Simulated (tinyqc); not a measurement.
From results back to parameters: Lorentz oscillators and the Kramers-Kronig relations. Four cases, with inputs chosen for the exercise.

Problem. Below the gap a single undamped oscillator gives n^2 - 1 = Eo Ed/(Eo^2 - E^2) (Wemple-DiDomenico). Two refractive indices were computed from hidden Eo and Ed.

Find: Eo; Ed; n at E = 0.
Method. 1/(n^2 - 1) = Eo/Ed - E^2/(Eo Ed) is a straight line in E^2: slope -1/(Eo Ed), intercept Eo/Ed.

Case 1.

Values chosen (out of a larger set: line positions loosely like those of SiC; Lorentz tails absorb below the gap, where the real solid is clear; not measured data): Ea = 0.91 eV; Eb = 2.15 eV.

n(Ea) = 2.321062
n(Eb) = 2.382311

Solution.

Eo = 7.90 eV
Ed = 34.2 eV
n at E = 0 = 2.308

Case 2.

Values chosen: Ea = 0.97 eV; Eb = 2.21 eV.
n(Ea) = 3.262592
n(Eb) = 3.580370

Solution.

Eo = 4.73 eV
Ed = 43.7 eV
n at E = 0 = 3.200

Case 3.

Values chosen: Ea = 0.94 eV; Eb = 2.35 eV.
n(Ea) = 1.697591
n(Eb) = 1.725051

Solution.

Eo = 9.92 eV
Ed = 18.5 eV
n at E = 0 = 1.693

Case 4.

Values chosen (out of a larger set: line positions loosely like those of GaN; Lorentz tails absorb below the gap, where the real solid is clear; not measured data): Ea = 0.93 eV; Eb = 2.34 eV.

n(Ea) = 2.060701
n(Eb) = 2.152088

Solution.

Eo = 6.66 eV
Ed = 21.2 eV
n at E = 0 = 2.045

Computed by tinyqc, one run a case: `OMP_NUM_THREADS=1 python tinyqc.py N N+1 out.jsonl` with N = 1681501, 1681583, 1681594, 1681665; one thread of a shared Intel(R) Xeon(R) Processor @ 2.30GHz, about 0.2 s a run at most.
